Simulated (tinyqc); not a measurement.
Stacked nanosheet transistor, parasitic resistance, capacitance and delay: course of the iteration: sheet currents at Vgs = Vdd, Vds = Vdd/2.

Ns sheets share one contact on top; each has perimeter p = 2 (Ws + ts) and cross-section A = Ws ts; contact width Wc = Ws + 10 nm, stack height Hs = Ns pv. Sheet 1 is the top one. Contact length Lc = CPP - Lg - 2 Lsp, shared by two neighbouring gates. Source and drain sides are equal. The formulas are first-order estimates, not field solutions.

One sheet: I = p Q vx u/(1 + |u|^1.8)^(1/1.8), Q = Cinv n Vt ln(1 + exp((Vg' - VT + dl Vd')/(n Vt))), u = Vd' mu/(vx Lg), Vg' = Vgs - v, Vd' = Vds - 2 v, with the drop on each side v_j = Rc sum I + rv (sum over levels k = 2..j of the current of sheets k..Ns) + Rx I_j. I(new) = I(out).

Stop when the largest change of I is below 1e-6 uA, or after 80 iterations.

Inputs (values chosen for the exercise); values close to those of silicon logic devices:
```
symbol,value,unit,meaning
T,300,K,temperature
Ws,50,nm,sheet width
ts,7,nm,sheet thickness
rv,36,ohm,vertical resistance between sheet levels
Lg,16,nm,gate length
Cinv,2.5,uF/cm^2,inversion capacitance
vx,1.1e7,cm/s,injection velocity
mu,120,cm^2/(V s),apparent mobility
VT,0.29,V,threshold at zero drain voltage
dl,0.054,V/V,barrier lowering
n,1.24,,subthreshold factor
Vdd,0.8,V,supply voltage
```

Constants: q = 1.602176634e-19 C, kB = 1.380649e-23 J/K, Vt = kB T/q. Results are converted to the units shown.

I at the start (uA): sheet 1 0, sheet 2 0, sheet 3 0
Rc = 125.500 ohm
Rx = 112.857 ohm

Course of the iteration:
```
iteration  total I (uA)  largest |change| of one entry (uA)
1               459.449                                 153
2               336.583                                45.2
3               373.835                                14.2
4               362.969                                4.17
5               366.177                                1.23
6               365.233                               0.363
7               365.511                               0.107
8               365.429                              0.0315
9               365.453                             9.28e-3
10              365.446                             2.73e-3
11              365.448                             8.05e-4
12              365.448                             2.37e-4
13              365.448                             6.98e-5
14              365.448                             2.06e-5
15              365.448                             6.06e-6
16              365.448                             1.78e-6
17              365.448                             5.25e-7
```

Did this iteration meet its convergence test, and what does its course show?

Yes. Converged in 17 iterations. At the end each change is about 0.29 times the one before: linear convergence. The bottom sheet carries 94.9 % of the current of the top one.

Numbers from tinyqc (`OMP_NUM_THREADS=1 python tinyqc.py 2170042 2170043 out.jsonl`; about 0.05 s on one thread of a shared Intel Xeon 2.30GHz).
